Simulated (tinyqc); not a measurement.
CCSD on RHF in the sto-3g basis, for H6, spin multiplicity 1, step by step (part 1 of 2). Computed by tinyqc, a small Python program that keeps every step (integrals from PySCF). Settings: charge = 0, multiplicity = 1, basis = sto-3g, method = RHF, energy threshold = 1e-10, iteration cap = 50, orthogonalisation = symmetric, start = atomic densities, DIIS depth = 6, amplitude equations = CCSD, DIIS depth for amplitudes = 6, cap on updates = 51. Command: `OMP_NUM_THREADS=1 python tinyqc.py 21107 21108 out.jsonl` (the two numbers bound the seeds that draw the settings). One thread of a shared host (Intel(R) Xeon(R) Processor @ 2.60GHz), about 0.3 s of CPU time with the checks. The early iterations of the SCF are left out here.

## One-electron integrals

Geometry (angstrom):
```
atom         x         y         z
H     0.000000  0.000000  0.000000
H     0.000000  0.000000  0.832000
H     0.000000  0.000000  2.146000
H     0.000000  0.000000  2.979000
H     0.000000  0.000000  4.292000
H     0.000000  0.000000  5.125000
```

Basis sto-3g: exponents (1/bohr^2) and contraction coefficients of normalised primitives:
```
element  l (shell)  exponent  coefficient
H            s (1)  3.425251     0.154329
H            s (1)  0.623914     0.535328
H            s (1)  0.168855     0.444635
```

Overlap, kinetic and nuclear-attraction integrals over the contracted functions; the nuclear repulsion is the sum of Za Zb / Rab.

nuclear repulsion = 4.55657744 hartree

overlap S:
```
          1H 1s     2H 1s     3H 1s     4H 1s     5H 1s     6H 1s
1H 1s  1.000000  0.600201  0.093364  0.019089  0.000823  0.000073
2H 1s  0.600201  1.000000  0.332719  0.093204  0.006593  0.000821
3H 1s  0.093364  0.332719  1.000000  0.599560  0.093364  0.019089
4H 1s  0.019089  0.093204  0.599560  1.000000  0.333170  0.093364
5H 1s  0.000823  0.006593  0.093364  0.333170  1.000000  0.599560
6H 1s  0.000073  0.000821  0.019089  0.093364  0.599560  1.000000
```

kinetic energy T (hartree):
```
           1H 1s      2H 1s      3H 1s      4H 1s      5H 1s      6H 1s
1H 1s   0.760032   0.185776  -0.011254  -0.006814  -0.000635  -0.000082
2H 1s   0.185776   0.760032   0.031509  -0.011259  -0.003313  -0.000634
3H 1s  -0.011254   0.031509   0.760032   0.185260  -0.011254  -0.006814
4H 1s  -0.006814  -0.011259   0.185260   0.760032   0.031666  -0.011254
5H 1s  -0.000635  -0.003313  -0.011254   0.031666   0.760032   0.185260
6H 1s  -0.000082  -0.000634  -0.006814  -0.011254   0.185260   0.760032
```

nuclear attraction V (hartree):
```
           1H 1s      2H 1s      3H 1s      4H 1s      5H 1s      6H 1s
1H 1s  -2.475610  -1.500061  -0.217324  -0.043839  -0.001848  -0.000165
2H 1s  -1.500061  -2.746693  -0.819665  -0.226014  -0.015135  -0.001843
3H 1s  -0.217324  -0.819665  -2.894211  -1.658087  -0.226435  -0.043841
4H 1s  -0.043839  -0.226014  -1.658087  -2.894386  -0.820943  -0.217325
5H 1s  -0.001848  -0.015135  -0.226435  -0.820943  -2.746554  -1.498037
6H 1s  -0.000165  -0.001843  -0.043841  -0.217325  -1.498037  -2.475010
```

core Hamiltonian H = T + V (hartree):
```
           1H 1s      2H 1s      3H 1s      4H 1s      5H 1s      6H 1s
1H 1s  -1.715578  -1.314285  -0.228579  -0.050653  -0.002483  -0.000247
2H 1s  -1.314285  -1.986661  -0.788156  -0.237273  -0.018448  -0.002476
3H 1s  -0.228579  -0.788156  -2.134179  -1.472828  -0.237689  -0.050655
4H 1s  -0.050653  -0.237273  -1.472828  -2.134354  -0.789277  -0.228580
5H 1s  -0.002483  -0.018448  -0.237689  -0.789277  -1.986522  -1.312778
6H 1s  -0.000247  -0.002476  -0.050655  -0.228580  -1.312778  -1.714978
```

## Two-electron integrals

Functions are numbered as in S; the eight-fold symmetry (ij|kl) = (ji|kl) = (kl|ij) leaves the list below.

Two-electron integrals (ij|kl) in chemists' order, unique and non-zero (hartree):
```
(11|11) 0.774606   (21|11) 0.393542   (21|21) 0.240665   (22|11) 0.535981
(22|21) 0.393542   (22|22) 0.774606   (31|11) 0.042109   (31|21) 0.028705
(31|22) 0.053671   (31|31) 0.004395   (32|11) 0.117928   (32|21) 0.089511
(32|22) 0.188349   (32|31) 0.016194   (32|32) 0.065590   (33|11) 0.246108
(33|21) 0.183355   (33|22) 0.388037   (33|31) 0.042109   (33|32) 0.188349
(33|33) 0.774606   (41|11) 0.006880   (41|21) 0.004901   (41|22) 0.009591
(41|31) 0.000834   (41|32) 0.003247   (41|33) 0.009593   (41|41) 0.000168
(42|11) 0.026900   (42|21) 0.020141   (42|22) 0.042026   (42|31) 0.003891
(42|32) 0.016164   (42|33) 0.053576   (42|41) 0.000833   (42|42) 0.004379
(43|11) 0.124396   (43|21) 0.089711   (43|22) 0.183113   (43|31) 0.020154
(43|32) 0.089389   (43|33) 0.393004   (43|41) 0.004896   (43|42) 0.028621
(43|43) 0.240092   (44|11) 0.177625   (44|21) 0.124503   (44|22) 0.245995
(44|31) 0.026939   (44|32) 0.117859   (44|33) 0.535618   (44|41) 0.006880
(44|42) 0.042026   (44|43) 0.393004   (44|44) 0.774606   (51|11) 0.000207
(51|21) 0.000151   (51|22) 0.000308   (51|31) 0.000030   (51|32) 0.000127
(51|33) 0.000448   (51|41) 0.000007   (51|42) 0.000036   (51|43) 0.000249
(51|44) 0.000379   (51|51) 3.07e-07   (52|11) 0.001406   (52|21) 0.001018
(52|22) 0.002074   (52|31) 0.000212   (52|32) 0.000904   (52|33) 0.003434
(52|41) 0.000049   (52|42) 0.000273   (52|43) 0.002068   (52|44) 0.003433
(52|51) 2.39e-06   (52|52) 0.000020   (53|11) 0.015639   (53|21) 0.010894
(53|22) 0.021377   (53|31) 0.002299   (53|32) 0.009883   (53|33) 0.042109
(53|41) 0.000563   (53|42) 0.003313   (53|43) 0.028676   (53|44) 0.053676
(53|51) 0.000030   (53|52) 0.000273   (53|53) 0.004395   (54|11) 0.048807
(54|21) 0.033250   (54|22) 0.063555   (54|31) 0.006701   (54|32) 0.028172
(54|33) 0.118049   (54|41) 0.001657   (54|42) 0.009880   (54|43) 0.089535
(54|44) 0.188661   (54|51) 0.000093   (54|52) 0.000905   (54|53) 0.016216
(54|54) 0.065783   (55|11) 0.123294   (55|21) 0.082129   (55|22) 0.152940
(55|31) 0.015639   (55|32) 0.063482   (55|33) 0.246108   (55|41) 0.003715
(55|42) 0.021345   (55|43) 0.183213   (55|44) 0.388285   (55|51) 0.000207
(55|52) 0.002074   (55|53) 0.042109   (55|54) 0.188661   (55|55) 0.774606
(61|11) 0.000015   (61|21) 0.000011   (61|22) 0.000022   (61|31) 2.30e-06
(61|32) 0.000010   (61|33) 0.000038   (61|41) 5.37e-07   (61|42) 3.02e-06
(61|43) 0.000023   (61|44) 0.000038   (61|51) 2.66e-08   (61|52) 2.20e-07
(61|53) 3.03e-06   (61|54) 0.000010   (61|55) 0.000022   (62|11) 0.000148
(62|21) 0.000104   (62|22) 0.000206   (62|31) 0.000022   (62|32) 0.000093
(62|33) 0.000378   (62|41) 0.000005   (62|42) 0.000030   (62|43) 0.000248
(62|44) 0.000447   (62|51) 2.73e-07   (62|52) 2.38e-06   (62|53) 0.000036
(62|54) 0.000127   (62|55) 0.000307   (62|61) 2.66e-08   (62|62) 3.05e-07
(63|11) 0.002828   (63|21) 0.001934   (63|22) 0.003714   (63|31) 0.000393
(63|32) 0.001654   (63|33) 0.006880   (63|41) 0.000096   (63|42) 0.000562
(63|43) 0.004896   (63|44) 0.009593   (63|51) 0.000005   (63|52) 0.000049
(63|53) 0.000834   (63|54) 0.003251   (63|55) 0.009593   (63|61) 5.37e-07
(63|62) 0.000007   (63|63) 0.000168   (64|11) 0.012337   (64|21) 0.008299
(64|22) 0.015634   (64|31) 0.001621   (64|32) 0.006691   (64|33) 0.026939
(64|41) 0.000393   (64|42) 0.002294   (64|43) 0.020154   (64|44) 0.042109
(64|51) 0.000022   (64|52) 0.000212   (64|53) 0.003898   (64|54) 0.016216
(64|55) 0.053676   (64|61) 2.30e-06   (64|62) 0.000030   (64|63) 0.000834
(64|64) 0.004395   (65|11) 0.067487   (65|21) 0.044528   (65|22) 0.082031
(65|31) 0.008291   (65|32) 0.033170   (65|33) 0.124396   (65|41) 0.001932
(65|42) 0.010864   (65|43) 0.089638   (65|44) 0.183213   (65|51) 0.000104
(65|52) 0.001016   (65|53) 0.020154   (65|54) 0.089535   (65|55) 0.393004
(65|61) 0.000011   (65|62) 0.000150   (65|63) 0.004896   (65|64) 0.028676
(65|65) 0.240092   (66|11) 0.103254   (66|21) 0.067552   (66|22) 0.123265
(66|31) 0.012337   (66|32) 0.048734   (66|33) 0.177625   (66|41) 0.002828
(66|42) 0.015610   (66|43) 0.124396   (66|44) 0.246108   (66|51) 0.000148
(66|52) 0.001406   (66|53) 0.026939   (66|54) 0.118049   (66|55) 0.535618
(66|61) 0.000015   (66|62) 0.000206   (66|63) 0.006880   (66|64) 0.042109
(66|65) 0.393004   (66|66) 0.774606
```

## Orthogonalisation

S = U s U^T; symmetric (Loewdin) form X = U s^(-1/2) U^T, so that X^T S X = 1.

eigenvalues of S: 0.261829  0.359210  0.496075  1.248208  1.635870  1.998807

X:
```
           1H 1s      2H 1s      3H 1s      4H 1s      5H 1s      6H 1s
1H 1s   1.192741  -0.415787   0.055709  -0.014567   0.001618  -0.000434
2H 1s  -0.415787   1.257201  -0.242068   0.057846  -0.005754   0.001615
3H 1s   0.055709  -0.242068   1.263872  -0.436345   0.057883  -0.014552
4H 1s  -0.014567   0.057846  -0.436345   1.264046  -0.242351   0.055702
5H 1s   0.001618  -0.005754   0.057883  -0.242351   1.256791  -0.415088
6H 1s  -0.000434   0.001615  -0.014552   0.055702  -0.415088   1.192183
```

## Starting guess

The start is atomic minimal-basis densities projected into this basis (PySCF's MINAO start) and scaled to the electron count of each spin; this density is not idempotent, so its energy is not variational and may lie below the converged one.

D at the start:
```
           1H 1s     2H 1s     3H 1s     4H 1s     5H 1s      6H 1s
1H 1s   0.946701  0.096713  0.020331  0.004651  0.001222  -0.000054
2H 1s   0.096713  0.899930  0.097645  0.015799  0.011615   0.001223
3H 1s   0.020331  0.097645  0.906368  0.098301  0.015826   0.004673
4H 1s   0.004651  0.015799  0.098301  0.906292  0.097657   0.020332
5H 1s   0.001222  0.011615  0.015826  0.097657  0.899959   0.096710
6H 1s  -0.000054  0.001223  0.004673  0.020332  0.096710   0.946757
```

## Iteration 8 (converged): orbitals

converged F (hartree):
```
           1H 1s      2H 1s      3H 1s      4H 1s      5H 1s      6H 1s
1H 1s  -0.319544  -0.554864  -0.117172  -0.016653   0.000221  -0.002536
2H 1s  -0.554864  -0.358866  -0.268062  -0.116826  -0.011024   0.000226
3H 1s  -0.117172  -0.268062  -0.362523  -0.560075  -0.117030  -0.016627
4H 1s  -0.016653  -0.116826  -0.560075  -0.362644  -0.268435  -0.117206
5H 1s   0.000221  -0.011024  -0.117030  -0.268435  -0.358510  -0.554392
6H 1s  -0.002536   0.000226  -0.016627  -0.117206  -0.554392  -0.319050
```

Diagonalise F' = X^T F X, C = X C', fill 3 alpha and 3 beta electrons from the bottom; D = 2 C_occ C_occ^T. Each column has its largest component positive (the first on a tie).

F' = X^T F X (hartree):
```
           1          2          3          4          5          6
1   0.029436  -0.586006   0.066455  -0.008042   0.003514  -0.004536
2  -0.586006   0.074252  -0.273781   0.069532  -0.008065   0.003508
3   0.066455  -0.273781   0.081755  -0.610061   0.069561  -0.007978
4  -0.008042   0.069532  -0.610061   0.081863  -0.274151   0.066453
5   0.003514  -0.008065   0.069561  -0.274151   0.074101  -0.585383
6  -0.004536   0.003508  -0.007978   0.066453  -0.585383   0.029181
```

orbital energies (hartree): MO1 -0.646841, MO2 -0.560440, MO3 -0.448424, MO4 0.386151, MO5 0.657897, MO6 0.982244

coefficients C:
```
            MO1        MO2        MO3        MO4        MO5        MO6
1H 1s  0.205450   0.376880  -0.371189  -0.614519  -0.786102  -0.530292
2H 1s  0.265587   0.400366  -0.288722   0.441050   0.855624   0.758026
3H 1s  0.371250   0.067760   0.424699   0.659174  -0.204077  -1.026687
4H 1s  0.371303  -0.069626   0.424316  -0.658482  -0.207050   1.026829
5H 1s  0.265139  -0.399764  -0.290154  -0.442773   0.854610  -0.757123
6H 1s  0.204884  -0.375943  -0.372664   0.616301  -0.784264   0.528989
```

D after iteration 8:
```
           1H 1s      2H 1s      3H 1s      4H 1s      5H 1s      6H 1s
1H 1s   0.644060   0.625251  -0.111666  -0.214916   0.023023   0.077474
2H 1s   0.625251   0.628379   0.006216  -0.103543  -0.011721   0.022993
3H 1s  -0.111666   0.006216   0.645574   0.626670  -0.103766  -0.215361
4H 1s  -0.214916  -0.103543   0.626670   0.645517   0.006328  -0.111756
5H 1s   0.023023  -0.011721  -0.103766   0.006328   0.628598   0.625482
6H 1s   0.077474   0.022993  -0.215361  -0.111756   0.625482   0.644377
```

## Convergence

Stop when the energy changes by less than 1e-10 hartree and every element of the error matrix X^T (F D S - S D F) X is below 3e-06.

Course of the cycle:
```
iteration  E (hartree)     change  largest element of the error matrix
1          -2.42749331          -                             3.12e-02
2          -3.27979838  -8.52e-01                             4.05e-02
3          -3.27946567   3.33e-04                             4.20e-02
4          -3.28399101  -4.53e-03                             3.82e-03
5          -3.28402433  -3.33e-05                             5.07e-04
6          -3.28402497  -6.38e-07                             1.60e-05
7          -3.28402497  -6.18e-10                             6.48e-07
8          -3.28402497  -1.03e-12                             1.04e-09
```

PySCF RHF in the same basis = -3.28402497 hartree

Converged in 8 iterations.

## Populations, bond orders and dipole

Mulliken: Z minus the diagonal of D S on the atom; Loewdin: the same with S^(1/2) D S^(1/2); Mayer order: 2 sum_s sum (D(s) S)_ij (D(s) S)_ji over the two atoms.

Charges (e):
```
atom   Mulliken    Loewdin
1H    -0.004832  -0.012972
2H     0.003986   0.012033
3H     0.000856   0.000925
4H     0.000836   0.000965
5H     0.004026   0.012069
6H    -0.004871  -0.013020
```

Mayer bond orders:
```
pair      order
2-1    0.955802
3-1   -0.001120
3-2    0.044620
4-1    0.040503
4-2   -0.001121
4-3    0.916938
5-1   -0.000055
5-2    0.000739
5-3   -0.001123
5-4    0.044801
6-1    0.004847
6-2   -0.000055
6-3    0.040684
6-4   -0.001121
6-5    0.955622
```

dipole moment about the origin, x y z (debye): 0.000000  0.000000  -0.000194

## Integrals over molecular orbitals

(pq|rs) = sum C_ip C_jq C_kr C_ls (ij|kl), one index at a time.

one-electron integrals over orbitals h = C^T H C (hartree):
```
           1          2          3          4          5          6
1  -2.197349   0.000315  -0.133318   0.000081  -0.073292  -0.000134
2   0.000315  -1.990968   0.000317  -0.149057  -0.000305  -0.062029
3  -0.133318   0.000317  -1.996580  -0.000510   0.135312  -0.000080
4   0.000081  -0.149057  -0.000510  -1.569171  -0.000211   0.144543
5  -0.073292  -0.000305   0.135312  -0.000211  -1.276734   0.000285
6  -0.000134  -0.062029  -0.000080   0.144543   0.000285  -1.183658
```

Two-electron integrals over orbitals (pq|rs), unique and non-zero (hartree):
```
(11|11) 0.405387    (21|11) -0.000051   (21|21) 0.128740    (22|11) 0.320355
(22|21) 0.000456    (22|22) 0.387361    (31|11) 0.080743    (31|21) -0.000220
(31|22) -0.061235   (31|31) 0.133663    (32|11) -0.000334   (32|21) -0.127425
(32|22) -0.000251   (32|31) -0.000370   (32|32) 0.144133    (33|11) 0.383407
(33|21) -0.000545   (33|22) 0.337666    (33|31) 0.047619    (33|32) 0.000382
(33|33) 0.383805    (41|11) 0.000023    (41|21) 0.032882    (41|22) -0.000101
(41|31) 0.000119    (41|32) 0.002576    (41|33) 0.000043    (41|41) 0.080125
(42|11) 0.050702    (42|21) -0.000262   (42|22) -0.005057   (42|31) 0.046549
(42|32) -5.86e-07   (42|33) 0.015303    (42|41) -0.000173   (42|42) 0.067094
(43|11) 0.000266    (43|21) 0.056359    (43|22) 0.000100    (43|31) 0.000250
(43|32) -0.054987   (43|33) -0.000103   (43|41) 0.016034    (43|42) 0.000148
(43|43) 0.071994    (44|11) 0.379953    (44|21) -0.000446   (44|22) 0.335931
(44|31) 0.042955    (44|32) 0.000281    (44|33) 0.371384    (44|41) 0.000006
(44|42) 0.022913    (44|43) -0.000060   (44|44) 0.384731    (51|11) 0.008721
(51|21) 0.000080    (51|22) 0.024521    (51|31) -0.020381   (51|32) 0.000090
(51|33) -0.008317   (51|41) 0.000110    (51|42) 0.040221    (51|43) 0.000129
(51|44) 0.000364    (51|51) 0.047306    (52|11) 0.000149    (52|21) 0.018606
(52|22) -0.000079   (52|31) 0.000198    (52|32) 0.005312    (52|33) 0.000100
(52|41) 0.055264    (52|42) 0.000060    (52|43) -0.039034   (52|44) 0.000085
(52|51) 0.000178    (52|52) 0.088951    (53|11) -0.059388   (53|21) 0.000251
(53|22) -0.001244   (53|31) -0.050770   (53|32) 0.000033    (53|33) -0.029118
(53|41) 0.000164    (53|42) -0.064293   (53|43) -0.000193   (53|44) -0.024465
(53|51) -0.035870   (53|52) -0.000028   (53|53) 0.068693    (54|11) 0.000264
(54|21) 0.126871    (54|22) 0.000251    (54|31) 0.000286    (54|32) -0.137820
(54|33) -0.000421   (54|41) 0.005216    (54|42) -0.000024   (54|43) 0.056419
(54|44) -0.000337   (54|51) -0.000052   (54|52) -0.003469   (54|53) 1.93e-06
(54|54) 0.147714    (55|11) 0.332992    (55|21) 0.000372    (55|22) 0.389483
(55|31) -0.051465   (55|32) -0.000182   (55|33) 0.347316    (55|41) -0.000070
(55|42) -0.000567   (55|43) 0.000093    (55|44) 0.355651    (55|51) 0.025075
(55|52) -0.000060   (55|53) -0.003494   (55|54) 0.000206    (55|55) 0.412509
(61|11) 0.000046    (61|21) -0.001945   (61|22) 0.000069    (61|31) -2.92e-06
(61|32) -0.011836   (61|33) -0.000033   (61|41) -0.028738   (61|42) 0.000121
(61|43) -0.052397   (61|44) -0.000015   (61|51) -0.000005   (61|52) 0.031829
(61|53) -0.000084   (61|54) 0.009108    (61|55) 0.000053    (61|61) 0.066288
(62|11) 0.015210    (62|21) 0.000098    (62|22) 0.030113    (62|31) -0.017871
(62|32) 0.000064    (62|33) 0.002777    (62|41) 0.000139    (62|42) 0.037525
(62|43) 0.000158    (62|44) 0.000819    (62|51) 0.043930    (62|52) 0.000182
(62|53) -0.039339   (62|54) -0.000051   (62|55) 0.029272    (62|61) -0.000034
(62|62) 0.045896    (63|11) -0.000015   (63|21) -0.037357   (63|22) 0.000086
(63|31) -0.000115   (63|32) 0.006003    (63|33) -2.18e-06   (63|41) -0.077609
(63|42) 0.000195    (63|43) -0.018744   (63|44) -0.000010   (63|51) -0.000089
(63|52) -0.055408   (63|53) -0.000200   (63|54) -0.005325   (63|55) 0.000084
(63|61) 0.028895    (63|62) -0.000121   (63|63) 0.083046    (64|11) -0.082208
(64|21) 0.000227    (64|22) 0.053645    (64|31) -0.127541   (64|32) 0.000341
(64|33) -0.048687   (64|41) -0.000101   (64|42) -0.048493   (64|43) -0.000247
(64|44) -0.047921   (64|51) 0.017233    (64|52) -0.000191   (64|53) 0.051328
(64|54) -0.000286   (64|55) 0.054776    (64|61) -8.22e-07   (64|62) 0.016753
(64|63) 0.000108    (64|64) 0.136741    (65|11) -0.000015   (65|21) 0.130893
(65|22) 0.000407    (65|31) -0.000134   (65|32) -0.130584   (65|33) -0.000545
(65|41) 0.034554    (65|42) -0.000245   (65|43) 0.059601    (65|44) -0.000460
(65|51) 0.000068    (65|52) 0.019611    (65|53) 0.000235    (65|54) 0.136537
(65|55) 0.000357    (65|61) -0.003324   (65|62) 0.000091    (65|63) -0.041541
(65|64) 0.000161    (65|65) 0.145919    (66|11) 0.431147    (66|21) -0.000114
(66|22) 0.339921    (66|31) 0.087680    (66|32) -0.000302   (66|33) 0.409498
(66|41) 0.000015    (66|42) 0.056836    (66|43) 0.000273    (66|44) 0.414423
(66|51) 0.010464    (66|52) 0.000160    (66|53) -0.067049   (66|54) 0.000241
(66|55) 0.363185    (66|61) 0.000049    (66|62) 0.017744    (66|63) -2.43e-06
(66|64) -0.095635   (66|65) -0.000083   (66|66) 0.482864
```

## CCSD: starting amplitudes

t_ij^ab = <ij||ab> / (e_i + e_j - e_a - e_b), whose energy is MP2.

Starting amplitudes (spin orbitals 1a, 1b, ...; amplitudes related by a flip of all spins are not repeated; the 24 largest):
```
from      to          t
3a 3b  4a 4b  -0.043132
1a 1b  4a 4b  -0.038783
2a 2b  5a 5b  -0.036505
2a 2b  4a 4b  -0.035440
1a 3b  4a 6b   0.031502
2a 3b  4a 5b   0.031318
3a 3b  5a 5b  -0.031046
3a 3b  6a 6b  -0.029023
1a 2b  4a 5b  -0.024547
1a 3b  4b 6a  -0.021268
2a 3b  5a 6b   0.020917
1a 1b  6a 6b  -0.020345
2a 3b  4b 5a  -0.019014
1a 1b  5a 5b  -0.018129
1a 2b  4b 5a   0.017865
1a 2b  5a 6b  -0.015428
2a 2b  4a 6b  -0.015075
1a 3b  5a 5b   0.014877
2a 2b  6a 6b  -0.014876
2a 3b  5b 6a  -0.014851
2a 3a  4a 5a   0.012304
1a 2b  5b 6a   0.011178
1a 1b  4a 6b   0.010795
1a 3a  4a 6a   0.010234
```

correlation energy = -0.04719033 hartree

## CCSD: amplitude update 1

t_i^a D_i^a and t_ij^ab D_ij^ab are set to the remaining terms of the spin-orbital equations, evaluated with the old amplitudes; for the doubles these are <ij||ab> + 1/2 <ab||ef> t_ij^ef + 1/2 <mn||ij> t_mn^ab + P(ij)P(ab) <mb||ej> t_im^ae + terms in t^2 + terms with t1, D the orbital-energy denominators.

Amplitudes after update 1 (spin orbitals 1a, 1b, ...; amplitudes related by a flip of all spins are not repeated; the 24 largest):
```
from      to          t
3a 3b  4a 4b  -0.061960
2a 2b  5a 5b  -0.049701
1a 1b  4a 4b  -0.049227
2a 2b  4a 4b  -0.045956
2a 3b  4a 5b   0.043689
1a 3b  4a 6b   0.043564
3a 3b  5a 5b  -0.039079
3a 3b  6a 6b  -0.034887
1a 2b  4a 5b  -0.032107
1a 3b  4b 6a  -0.031463
2a 3b  4b 5a  -0.029377
1a 1b  6a 6b  -0.026914
2a 3b  5a 6b   0.026505
1a 2b  4b 5a   0.024407
1a 1b  5a 5b  -0.022831
2a 2b  4a 6b  -0.022569
1a 3b  5a 5b   0.022447
1a 2b  5a 6b  -0.021197
2a 3b  5b 6a  -0.019640
2a 2b  6a 6b  -0.018138
1a 2b  5b 6a   0.016014
1a 1b  4a 6b   0.014575
2a 3a  4a 5a   0.014312
1a 3b  6a 6b  -0.012424
```

correlation energy = -0.06359654 hartree
